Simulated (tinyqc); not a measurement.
Inside a calculation. Method: CCD on RHF in the 6-311g basis, for He, spin multiplicity 1. One step of it, computed by the program tinyqc.

Task: Integrals over molecular orbitals. (pq|rs) = sum C_ip C_jq C_kr C_ls (ij|kl), one index at a time.

coefficients C:
```
,MO1,MO2,MO3
1He 1s,0.263558,-0.137951,-1.443869
1He 2s,0.487487,-1.153994,1.698764
1He 3s,0.397446,1.427937,-0.696296
```

core Hamiltonian H = T + V (hartree), lower triangle:
```
,1He 1s,1He 2s,1He 3s
1He 1s,-0.449189
1He 2s,-2.025351,-1.672714
1He 3s,-1.309466,-1.363028,-1.211479
```

Two-electron integrals (ij|kl) in chemists' order, unique and non-zero (hartree):
```
i,j,k,l,(ij|kl)
1,1,1,1,2.395117
2,1,1,1,1.347337
2,1,2,1,0.798707
2,2,1,1,1.358411
2,2,2,1,0.863847
2,2,2,2,1.054927
3,1,1,1,0.614121
3,1,2,1,0.368625
3,1,2,2,0.406802
3,1,3,1,0.170715
3,2,1,1,0.842709
3,2,2,1,0.547009
3,2,2,2,0.700418
3,2,3,1,0.259418
3,2,3,2,0.476676
3,3,1,1,0.767030
3,3,2,1,0.510236
3,3,2,2,0.697580
3,3,3,1,0.244176
3,3,3,2,0.494732
3,3,3,3,0.558022
```

Give: one-electron integrals over orbitals h = C^T H C; Two-electron integrals over orbitals.

Result:

one-electron integrals over orbitals h = C^T H C (hartree), lower triangle:
```
,1,2,3
1,-1.943
2,0.277,-0.343
3,0.174,-0.333,4.176
```

Two-electron integrals over orbitals (pq|rs), unique and non-zero (hartree):
```
p,q,r,s,(pq|rs)
1,1,1,1,1.026
2,1,1,1,-0.277
2,1,2,1,0.147
2,2,1,1,0.660
2,2,2,1,-0.114
2,2,2,2,0.507
3,1,1,1,-0.174
3,1,2,1,0.126
3,1,2,2,-0.079
3,1,3,1,0.217
3,2,1,1,0.229
3,2,2,1,-0.121
3,2,2,2,0.103
3,2,3,1,-0.149
3,2,3,2,0.128
3,3,1,1,1.177
3,3,2,1,-0.381
3,3,2,2,0.727
3,3,3,1,-0.387
3,3,3,2,0.381
3,3,3,3,1.600
```
